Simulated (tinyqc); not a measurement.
Tight binding, honeycomb lattice, step by step. One step of it, computed by the program tinyqc.

Task: Bloch Hamiltonian at k. H_AB = -t1 (1 + exp(-i k.a1) + exp(-i k.a2)); H_AA = delta - 2 t2 sum cos(k.b + phi), H_BB = -delta - 2 t2 sum cos(k.b - phi), b = a1, a2 - a1, -a2.

Parameters chosen for this model:
```
parameter     value                        unit
t1         2.520000                 eV, nearest
t2         0.160000       eV, second neighbours
phi        1.570000  rad, phase of t2 (Haldane)
delta             0          eV, +/- on A and B
```

k point k (fractions of the reciprocal vectors): 0.380000  0.430000

Give: H(k) at k.

Result:

H(k) at k (eV):
```
              A             B
A         0.182  1.597+2.798i
B  1.597-2.798i        -0.182
```
